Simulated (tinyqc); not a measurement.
# Vacuum evaporation: vapour pressure, source flux, thickness distribution, purity and step coverage, step by step

A worked calculation. Computed by tinyqc, a small Python program that keeps every step. Command: `OMP_NUM_THREADS=1 python tinyqc.py 3112549 3112550 out.jsonl evap walk`. One thread of a shared host (Intel(R) Xeon(R) Processor @ 2.30GHz), about 0.01 s of CPU time with the checks. Intermediate numbers are printed to about 5 digits and carried at full precision; extremes and crossings named in words are read from the listed rows.

Molecular flow, unit sticking of the metal, no re-evaporation. The background gas is taken as water vapour (18.015 g/mol, collision diameter 0.37 nm) at 300 K.

Inputs (values chosen for the exercise, modelled on copper, with constants for the liquid): molar mass M = 63.55 g/mol; film density rho = 8.96 g/cm^3; vapour-pressure constant A = 10.88; vapour-pressure constant B = 16380 K; source temperature T = 1500 K; source area = 0.12 cm^2; directionality n = 1; source-to-wafer distance h = 59 cm; wafer radius R = 7.5 cm; source offset from the axis s/h = 0.95; background pressure p = 1e-07 Pa; sticking of background gas = 0.5; aspect ratio of a trench = 0.52.

Constants: u = 1.6605390666e-27 kg; k_B = 1.380649e-23 J/K; R = 8.314462618 J/(mol K).

## Vapour pressure and flux

log10(p_v/Pa) = A - B/T; flux from the surface Phi = p_v/sqrt(2 pi m k_B T), m = M u. Mass loss = Phi x area x m; heat of evaporation = ln(10) R B; d ln Phi/dT = ln(10) B/T^2 - 1/(2 T).

vapour pressure p_v = 0.91201 Pa

flux Phi = 7.7829e+17 1/(cm^2 s)

mass loss = 0.035480 g/h

heat of evaporation = 313.59 kJ/mol

change of flux per kelvin = 1.6429 %/K

Holding the rate to 1 % needs the temperature to about 0.61 K.

## Rate and uniformity on a fixed wafer above the source

A small source emits (n + 1) Phi area cos^n(phi)/(2 pi) per solid angle; on a parallel plane at height h and lateral distance l the arrival rate is (n + 1) Phi area/(2 pi h^2) x (1 + (l/h)^2)^(-(n + 3)/2). Growth rate = arrival rate x m/rho, m = M u. The wafer is fixed and centred above the source.

arrival rate at the centre = 8.5402e+12 1/(cm^2 s)

growth rate at the centre = 0.0010058 nm/s

edge over centre = 0.96845

non-uniformity (max - min)/(max + min) = 1.6029 %

share of the material that lands on the wafer, 1 - (1 + (R/h)^2)^(-(n + 1)/2) = 1.5902 %

## Offset source and rotation

Rotating wafer, source offset by s and facing upwards: thickness at radius r is the mean over the angle a of (1 + (r^2 + s^2 - 2 r s cos a)/h^2)^(-(n + 3)/2), by 360 equal steps; non-uniformity (max - min)/(max + min) over 21 radii from 0 to R.

centre thickness relative to an axial source = 0.27628

edge over centre, rotating = 1.0071

non-uniformity, rotating = 0.35222 %

## Choosing the offset

The curvature at the centre vanishes at s/h = sqrt(2/(n + 3)).

Against the offset:
```
s/h  centre thickness  edge over centre  non-uniformity (%)
0.0            1.0000            0.9684              1.6029
0.2            0.9246            0.9730              1.3677
0.4            0.7432            0.9837              0.8206
0.5            0.6400            0.9896              0.5246
0.6            0.5407            0.9949              0.2539
0.7            0.4504            0.9995              0.0242
0.8            0.3718            1.0032              0.1593
0.9            0.3052            1.0060              0.2980
1.1            0.2047            1.0093              0.4645
```

The best row, s/h = 0.7, has 0.024 % against 1.6 % on the axis, at the price of a rate lower by a factor 2.22; the small-wafer optimum is sqrt(2/(n + 3)) = 0.71.

## Scattering and purity

Mean free path lambda = k_B T_g/(sqrt2 pi d^2 p); unscattered share exp(-h/lambda); gas arrival p/sqrt(2 pi m_g k_B T_g); impurity ratio = sticking x gas arrival/metal arrival; monolayer time = 1e15 cm^-2/(sticking x gas arrival).

mean free path = 68098 m

unscattered share = 0.99999

gas arrival rate = 3.5840e+11 1/(cm^2 s)

impurity ratio = 0.020983

monolayer time = 5580.4 s

## A trench at the wafer edge

Fixed wafer, axial point source, trench running tangentially at r = R: the beam arrives at tan(a) = R/h. Shadowed share of the floor = aspect ratio x tan(a) (at most 1); the wall facing the source grows at tan(a) times the field rate, the other wall not at all.

angle a = 7.2445 degrees

shadowed share of the floor = 0.066102

wall over field thickness = 0.12712

Checks made by the program: share on the wafer by quadrature (relative difference 1e-09).
